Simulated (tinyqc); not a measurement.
Double-gate transistor below threshold, two-dimensional Poisson equation on a small mesh: one step of the calculation.

Half of a symmetric double-gate structure: row 0 is the mid-plane of the body, where the normal field vanishes. Mobile charge is neglected (subthreshold), the body is fully depleted, and potentials are counted from the intrinsic level; rows run upward to the gate, columns from source to drain.

Question. Jacobi sweep. Free nodes: rows 0..2, columns 1..3, taken row by row from row 0, left to right. t = (up psi(above) + dn psi(below) + lat [psi(left) + psi(right)] + s)/(up + dn + 2 lat), with all neighbours from the previous sweep; psi(new) = t.

psi at the start (fixed values on the edges, free nodes at zero) (V):
```
              j=0         j=1         j=2         j=3         j=4
row 0  0.58000000  0.00000000  0.00000000  0.00000000  0.63000000
row 1  0.58000000  0.00000000  0.00000000  0.00000000  0.63000000
row 2  0.58000000  0.00000000  0.00000000  0.00000000  0.63000000
row 3  0.03000000  0.03000000  0.03000000  0.03000000  0.03000000
```

```
row         up         dn        lat  s (V)
0    29.754167          0  1.5648649      0
1    29.754167  29.754167  3.1297297      0
2    35.086207  29.754167  8.4621622      0
```

Find: psi after iteration 1.

Answer.

psi after iteration 1 (V):
```
           j=0      j=1      j=2      j=3      j=4
row 0  0.58000  0.02760  0.00000  0.02998  0.63000
row 1  0.58000  0.02760  0.00000  0.02998  0.63000
row 2  0.58000  0.07290  0.01287  0.07807  0.63000
row 3  0.03000  0.03000  0.03000  0.03000  0.03000
```

Computed by the program tinyqc: `OMP_NUM_THREADS=1 python tinyqc.py 2480126 2480127 out.jsonl`, one thread of a shared Intel Xeon 2.30GHz, about 0.1 s for the whole run.
